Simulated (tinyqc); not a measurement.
Kinetic against equilibrium segregation over temperature: surface segregation during layer-by-layer epitaxy: two-layer exchange kinetics and the shape of quantum wells and delta layers. Computed by tinyqc, a small Python program. Command: `OMP_NUM_THREADS=1 python tinyqc.py 3028004 3028005 out.jsonl mbeseg walk`. One thread of a shared host (Intel(R) Xeon(R) Processor @ 2.30GHz), about 0.01 s of CPU time with the checks.

Atoms A and B exchange only between the growing layer and the one below it. B is supplied for N layers, then pure A follows.

Inputs (values chosen for the exercise, close to those used for antimony in silicon):
```
quantity                                   value      unit
barrier E1 for B to move up                 1.75        eV
segregation energy E_s                      0.56        eV
attempt frequency nu                          10       THz
growth rate G                               0.46  layers/s
share x0 of B in the flux during the well   0.13         -
layers in the well N                           1         -
layer thickness                             1.36  angstrom
temperature T                                340         C
```

Constants: k_B = 8.617333262e-05 eV/K.

Method:
- p1 = nu exp(-E1/(k_B T)) (B up, A down), p2 = nu exp(-(E1 + E_s)/(k_B T)) (B down); time per layer tau = 1/G; K = p1/p2.
- Temperatures in kelvin are T(C) + 273.15.
- Each layer is deposited complete with B share x_dep and then exchanges for the time tau = 1/G with the layer below, whose share is b (total c = s + b fixed): ds/dt = p1 b (1 - s) - p2 s (1 - b), s(0) = x_dep. With the roots s1 < s2 of the right side, (s - s1)/(s - s2) = [(s(0) - s1)/(s(0) - s2)] exp(-(p1 - p2)(s2 - s1) tau). The lower layer is then buried with c - s, and s becomes the b of the next layer.
- In the dilute tail each layer passes up the share R = R_eq (1 - exp(-(p1 + p2) tau)); decay length = -layer thickness/ln R.
- R_eq = K/(1 + K).

Segregation:
```
T (C)      p1 tau     R_eq           R  decay length (angstrom)  peak share
220    2.8379e-05  1.00000  2.8379e-05               1.2990e-01  1.3000e-01
260    6.2342e-04  0.99999  6.2323e-04               1.8427e-01  1.2992e-01
300    8.8977e-03  0.99999  8.8582e-03               2.8774e-01  1.2885e-01
340    8.9772e-02  0.99998  8.5860e-02               5.5396e-01  1.1890e-01
380    6.8241e-01  0.99995  4.9460e-01               1.9318e+00  6.7294e-02
420    4.1047e+00  0.99992  9.8343e-01               8.1383e+01  3.2030e-03
460    2.0300e+01  0.99986  9.9986e-01               9.6180e+03  2.1126e-05
500    8.5088e+01  0.99978  9.9978e-01               6.0806e+03  3.3413e-05
```

What does the comparison show, and why?

The decay length peaks at 460 C among these rows: below, exchange is too slow; above, equilibrium rules and K = exp(E_s/(k_B T)) falls. p1 tau passes 1 between 380 and 420 C, below which sharp interfaces can be grown. Caution: decay lengths below one layer thickness are only formal.

Extremes, crossings and ranges named in words are read from the listed rows.
